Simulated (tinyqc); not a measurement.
Inside a calculation. Method: plane-wave Kohn-Sham cycle with exchange-only LDA in a layered model solid. Computed by tinyqc, a small Python program that keeps every step. Settings: points = 16, plane-wave index or count = 3, electrons = 4, k points = 1, area = 33.0, mixing = 0.5, iteration cap = 66. Command: `OMP_NUM_THREADS=1 python tinyqc.py 20490 20491 out.jsonl` (the two numbers bound the seeds that draw the settings). One thread of a shared host (Intel(R) Xeon(R) Processor @ 2.60GHz), about 0.01 s of CPU time with the checks. Later iterations appear only in the table of the cycle.

## Iteration 1: potential

A solid whose potential varies along x alone (atomic units):
```
parameter                      value
period a                   15.700000
cross-section of the cell  33.000000
electrons per cell                 4
grid points                       16
plane waves -n..n, n               3
k points                           1
V1 in V1 cos(2 pi x/a)     -0.590000
V2 in V2 cos(4 pi x/a)      0.160000
```

density at the start, on the grid x_j = j a/N (e/bohr^3): 0.00772052  0.00772052  0.00772052  0.00772052  0.00772052  0.00772052  0.00772052  0.00772052  0.00772052  0.00772052  0.00772052  0.00772052  0.00772052  0.00772052  0.00772052  0.00772052

V_H(G) = 4 pi rho(G)/G^2 for G != 0 (uniform background); v_x = -(3 rho/pi)^(1/3); V = V_ext + V_H + v_x; Fourier components f(G_m) = (1/N) sum_j f(x_j) exp(-i G_m x_j).

Potentials on the grid (hartree):
```
x              V_ext       V_H        v_x          V
0.000000   -0.430000  0.000000  -0.194628  -0.624628
0.981250   -0.431952  0.000000  -0.194628  -0.626580
1.962500   -0.417193  0.000000  -0.194628  -0.611821
2.943750   -0.338920  0.000000  -0.194628  -0.533549
3.925000   -0.160000  0.000000  -0.194628  -0.354628
4.906250    0.112646  0.000000  -0.194628  -0.081982
5.887500    0.417193  0.000000  -0.194628   0.222565
6.868750    0.658226  0.000000  -0.194628   0.463598
7.850000    0.750000  0.000000  -0.194628   0.555372
8.831250    0.658226  0.000000  -0.194628   0.463598
9.812500    0.417193  0.000000  -0.194628   0.222565
10.793750   0.112646  0.000000  -0.194628  -0.081982
11.775000  -0.160000  0.000000  -0.194628  -0.354628
12.756250  -0.338920  0.000000  -0.194628  -0.533549
13.737500  -0.417193  0.000000  -0.194628  -0.611821
14.718750  -0.431952  0.000000  -0.194628  -0.626580
```

V(G_m), m = 0, 1, 2, ... (hartree): -0.194628  -0.295000  0.080000  0.000000  0.000000  0.000000  0.000000

## Iteration 1: Hamiltonian at one k

k = 0.000000 2 pi / a

H(m,m') = (k + G_m)^2/2 delta + V(G_m - G_m'), with V(-G) = V(G).

H (hartree), lower triangle:
```
           -3         -2         -1         +0         +1         +2        +3
-3   0.526102
-2  -0.295000   0.125696
-1   0.080000  -0.295000  -0.114547
+0   0.000000   0.080000  -0.295000  -0.194628
+1   0.000000   0.000000   0.080000  -0.295000  -0.114547
+2   0.000000   0.000000   0.000000   0.080000  -0.295000   0.125696
+3   0.000000   0.000000   0.000000   0.000000   0.080000  -0.295000  0.526102
```

## Iteration 1: levels at that k

Diagonalise the Hermitian matrix.

eigenvalues (hartree): -0.556913  -0.378750  -0.149778  0.103017  0.345571  0.732985  0.783743

## Iteration 1: new density

Motion across x is left out: the lowest 2 band(s) hold two electrons at each of the k points (j + 1/2)/nk - 1/2. Residual R = rho(out) - rho(in); rho(new) = rho(in) + 0.5 R. rho(out) = 2/(a A nk) sum |psi|^2 with psi = sum c exp(i G x). Harris energy E = band energy - dV sum rho (V_H/2 + v_x) + (3/4) dV sum rho v_x with rho(in), dV = a A/N, band energy = (2/nk) sum of the filled levels.

rho(out) (e/bohr^3): 0.01402207  0.01700554  0.01880247  0.01284585  0.00495909  0.00102387  0.00010903  0.00000681  0.00000088  0.00000681  0.00010903  0.00102387  0.00495909  0.01284585  0.01880247  0.01700554

density after iteration 1 (e/bohr^3): 0.01087129  0.01236303  0.01326149  0.01028318  0.00633980  0.00437219  0.00391477  0.00386366  0.00386070  0.00386366  0.00391477  0.00437219  0.00633980  0.01028318  0.01326149  0.01236303

energy per cell = -1.67669733 hartree

## Iteration 2: potential

As before.

Potentials on the grid (hartree):
```
x              V_ext        V_H        v_x          V
0.000000   -0.430000   0.390689  -0.218148  -0.257458
0.981250   -0.431952   0.369868  -0.227701  -0.289785
1.962500   -0.417193   0.293511  -0.233089  -0.356771
2.943750   -0.338920   0.154449  -0.214141  -0.398612
3.925000   -0.160000  -0.014689  -0.182256  -0.356945
4.906250    0.112646  -0.169336  -0.161024  -0.217714
5.887500    0.417193  -0.285002  -0.155200  -0.023009
6.868750    0.658226  -0.354981  -0.154522   0.148723
7.850000    0.750000  -0.378330  -0.154482   0.217188
8.831250    0.658226  -0.354981  -0.154522   0.148723
9.812500    0.417193  -0.285002  -0.155200  -0.023009
10.793750   0.112646  -0.169336  -0.161024  -0.217714
11.775000  -0.160000  -0.014689  -0.182256  -0.356945
12.756250  -0.338920   0.154449  -0.214141  -0.398612
13.737500  -0.417193   0.293511  -0.233089  -0.356771
14.718750  -0.431952   0.369868  -0.227701  -0.289785
```

V(G_m), m = 0, 1, 2, ... (hartree): -0.189281  -0.118461  0.084109  -0.000250  0.000337  -0.000080  0.000093

## Iteration 2: Hamiltonian at one k

k = 0.000000 2 pi / a

As before.

H (hartree), lower triangle:
```
           -3         -2         -1         +0         +1         +2        +3
-3   0.531450
-2  -0.118461   0.131044
-1   0.084109  -0.118461  -0.109200
+0  -0.000250   0.084109  -0.118461  -0.189281
+1   0.000337  -0.000250   0.084109  -0.118461  -0.109200
+2  -0.000080   0.000337  -0.000250   0.084109  -0.118461   0.131044
+3   0.000093  -0.000080   0.000337  -0.000250   0.084109  -0.118461  0.531450
```

## Iteration 2: levels at that k

As before.

eigenvalues (hartree): -0.301358  -0.234419  -0.058266  0.122868  0.216406  0.580305  0.591770

## Iteration 2: new density

As before.

rho(out) (e/bohr^3): 0.00642630  0.00903677  0.01433583  0.01637754  0.01205137  0.00531114  0.00126578  0.00015661  0.00003189  0.00015661  0.00126578  0.00531114  0.01205137  0.01637754  0.01433583  0.00903677

density after iteration 2 (e/bohr^3): 0.00864879  0.01069990  0.01379866  0.01333036  0.00919559  0.00484167  0.00259028  0.00201014  0.00194630  0.00201014  0.00259028  0.00484167  0.00919559  0.01333036  0.01379866  0.01069990

energy per cell = -1.12976796 hartree

## Convergence

Stop when sqrt(dV sum R^2) is below 1e-8, dV = a A/N.

Course of the cycle:
```
iteration  E (hartree)  norm of the residual
1          -1.67669733              1.72e-01
2          -1.12976796              8.85e-02
3          -1.09792252              4.04e-02
4          -1.09263170              1.71e-02
5          -1.09200121              8.01e-03
6          -1.09200944              3.68e-03
7          -1.09205168              1.84e-03
8          -1.09207198              9.15e-04
9          -1.09207935              4.78e-04
10         -1.09208169              2.48e-04
11         -1.09208238              1.31e-04
...                ...                   ...
16         -1.09208265              5.27e-06
17         -1.09208265              2.77e-06
18         -1.09208265              1.44e-06
19         -1.09208265              7.55e-07
20         -1.09208265              3.93e-07
21         -1.09208265              2.05e-07
22         -1.09208265              1.07e-07
23         -1.09208265              5.54e-08
24         -1.09208265              2.88e-08
25         -1.09208265              1.49e-08
26         -1.09208265              7.75e-09
```

Converged in 26 iterations. Before convergence this energy mixes input and output and is not variational, so it may rise towards its limit.
